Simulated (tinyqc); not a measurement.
Debye-Callaway model of lattice thermal conductivity. Changing the normal-process factor f_N. Computed by tinyqc, a small Python program. Command: `OMP_NUM_THREADS=1 python tinyqc.py 3029315 3029316 out.jsonl callaway sweep`. One thread of a shared host (Intel(R) Xeon(R) Processor @ 2.30GHz), about 0.03 s of CPU time with the checks.

Three acoustic branches with one velocity v, cut at omega_D = k_B Theta/hbar; x = hbar omega/(k_B T). v and Theta are separate inputs: Theta cuts off the heat-carrying modes, so C need not reach 3 k_B/V. gamma is an effective value that sets the umklapp rate. Heat flows along the wire.

Inputs (values chosen for the exercise, modelled on sodium chloride):

| quantity | value | unit |
|---|---|---|
| sound velocity v | 2940 | m/s |
| Debye temperature Theta | 307 | K |
| volume per atom V | 22.4 | angstrom^3 |
| mean atomic mass M | 29.2 | u |
| effective Grueneisen parameter gamma | 2.94 | - |
| umklapp exponent divisor b | 2.5 | - |
| mass variance Gamma | 0.00022 | - |
| wire diameter D | 4 | micrometre |
| specularity p | 0 | - |
| temperature T | 400 | K |

Sample: wire. Point defects: isotopes. Normal processes: included.

Constants: k_B = 1.380649e-23 J/K; hbar = 1.054571817e-34 J s; u = 1.6605390666e-27 kg.

Method:
- Gamma is given directly by the isotope mixture. A = V Gamma/(4 pi v^3).
- Rates: point defects A omega^4; umklapp B omega^2 T exp(-Theta/(b T)) with B = hbar gamma^2/(M v^2 Theta); normal processes f_N B omega^2 T (T/Theta)^2. Boundaries: v/Lambda_B with Lambda_B = D (1 + p)/(1 - p).
- kappa_1 = c int tau_C g dx, g = x^4 e^x/(e^x - 1)^2, c = (k_B/(2 pi^2 v)) (k_B T/hbar)^3, over 0 < x < min(Theta/T, 40), by 96 Gauss-Legendre points in s with x = x_max s^2; 1/tau_C = 1/tau_R + 1/tau_N; kappa_2 = c [int (tau_C/tau_N) g dx]^2 / int (tau_C/(tau_N tau_R)) g dx; kappa = kappa_1 + kappa_2.
- Heat capacity C = 3 c int g dx / v^2; grey free path 3 kappa/(C v); the median free path v tau_C halves kappa_1 when the quadrature points are ordered by free path (each counted at half its weight, interpolated in the logarithm); likewise at 10 % and 90 %.

One run for each value:

| normal-process factor f_N | kappa (W/(m K)) | kappa_1 (W/(m K)) | kappa_2 (W/(m K)) |
|---|---|---|---|
| 0.03 | 4.269 | 4.110e+00 | 0.159 |
| 0.09 | 4.067 | 3.645e+00 | 0.422 |
| 0.3 | 3.618 | 2.613e+00 | 1.005 |
| 0.9 | 3.107 | 1.445e+00 | 1.661 |
| 3 | 2.718 | 5.646e-01 | 2.154 |
| 9 | 2.559 | 2.062e-01 | 2.353 |
| 30 | 2.495 | 6.408e-02 | 2.431 |
| 90 | 2.476 | 2.159e-02 | 2.455 |
| 300 | 2.470 | 6.504e-03 | 2.463 |

Over the rows, kappa (W/(m K)) falls from 4.27 to 2.47 (exponent d ln y / d ln x -0.044 between the first rows and -0.0023 between the last); kappa_1 (W/(m K)) falls from 4.11 to 0.00650 (exponent d ln y / d ln x -0.11 between the first rows and -1.00 between the last); kappa_2 (W/(m K)) rises from 0.159 to 2.46 (exponent d ln y / d ln x 0.89 between the first rows and 0.0028 between the last). Normal processes conserve momentum: kappa_1 falls as they are added to the rate, and kappa_2 restores part of it (100 % of kappa in the last row). They lower kappa only by handing momentum to modes that scatter resistively.
